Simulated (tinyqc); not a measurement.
# Coupling and lever arm from microwave spectroscopy

Inverse problem. A charge qubit absorbs at h f = sqrt(ep^2 + 4 tc^2), ep = al (V - V0). Find al, V0 and tc.

Constants: q = 1.602176634e-19 C, h = 6.62607015e-34 J s. Results are converted to the units shown.

gate voltage (mV): 0.06  0.71  1.23
resonance frequency Om/h (GHz): 22.236511  19.940658  31.896055

Solution. (h f)^2 is a parabola in V: its curvature gives al, its vertex V0 and 4 tc^2.

al = 0.140 eV/V
V0 = 0.450 mV
tc = 37.0 ueV

Numbers from tinyqc (`OMP_NUM_THREADS=1 python tinyqc.py 2470111 2470112 out.jsonl`; about 0.01 s on one thread of a shared Intel Xeon 2.30GHz).
